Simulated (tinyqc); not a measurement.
Precursor delivery and alloy composition in metal-organic vapour-phase epitaxy: one step, computed by the program tinyqc.

Carrier gas leaves each bubbler saturated. Group-III species cross a boundary layer and react at the surface; element 2 can also desorb. The film is (1)_(1-x) (2)_x V with a zinc-blende cell.

Problem. Transport to the surface. Partial pressure p_i = p F_i/(44615 x total flow in slm); density n_i = p_i/(k_B T), 1 torr = 133.322 Pa; D = D0 (T/273.15)^1.75 (760/p), h = D/delta, the same for both; k_s = prefactor x exp(-energy/(k_B T)); arrival J_i = n_i/(1/h + 1/k_s); in layers per second g_i = J_i a^2/2 (two group-III sites per a^2 on (001)). Temperatures in kelvin are T(C) + 273.15.

Inputs (values chosen for the exercise, close to those used for InGaAs from TMGa and TMIn):

| quantity | value | unit |
|---|---|---|
| source 1: bath temperature | -8 | C |
| source 2: bath temperature | 20 | C |
| total flow | 5.6 | slm |
| reactor pressure p | 200 | torr |
| diffusivity D0 at 273.15 K and 760 torr | 0.42 | cm^2/s |
| boundary layer delta | 0.56 | cm |
| prefactor of the surface rate k_s | 1.6e+13 | cm/s |
| energy of k_s | 1.85 | eV |
| lattice constant a | 5.75 | angstrom |
| growth temperature T | 650 | C |

molar flows (micromol/min): F1 47.04027, F2 8.662660

Constants: k_B = 1.380649e-23 J/K; k_B = 8.617333262e-05 eV/K.

Give: densities; h; k_s; arrival rates.

Solution.

densities (1/cm^3): n1 3.9389e+14, n2 7.2537e+13

h = 24.009 cm/s

k_s = 1271.6 cm/s

arrival rates (layers/s): g1 15.344, g2 2.8256

Growth is transport-limited.
